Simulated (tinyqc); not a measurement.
Thermal displacements in the Debye model: Debye-Waller factors, bond-length spread and the Lindemann rule: one step, computed by the program tinyqc. Command: `OMP_NUM_THREADS=1 python tinyqc.py 3004347 3004348 out.jsonl debyewaller walk`. One thread of a shared host (Intel(R) Xeon(R) Processor @ 2.30GHz), about 0.01 s of CPU time with the checks.

A Debye spectrum with three branches of one velocity, cut at k_B Theta; 4 atoms per cube, nearest neighbours at d = 0.707107 a.

Question. Loss of Bragg intensity. G = 2 pi sqrt(h^2 + k^2 + l^2)/a; the intensity is multiplied by exp(-2W), 2W = G^2 <u_x^2>; the loss goes into thermal diffuse scattering.

Inputs (values chosen for the exercise, modelled on copper):
```
quantity,value,unit
Debye temperature Theta,311,K
lattice constant a,3.615,angstrom
temperature T,750,K
Lindemann ratio x_L,0.11,-
```

Structure: fcc.

reflection (h k l): [1, 1, 1]

<u_x^2> = 0.01784153 angstrom^2

Give: |G|; 2W; intensity factor exp(-2W).

Answer.

|G| = 3.0105 1/angstrom

2W = 0.16169

intensity factor exp(-2W) = 0.85070

Caution: the displacement is near or above the Lindemann value, where anharmonic terms matter.
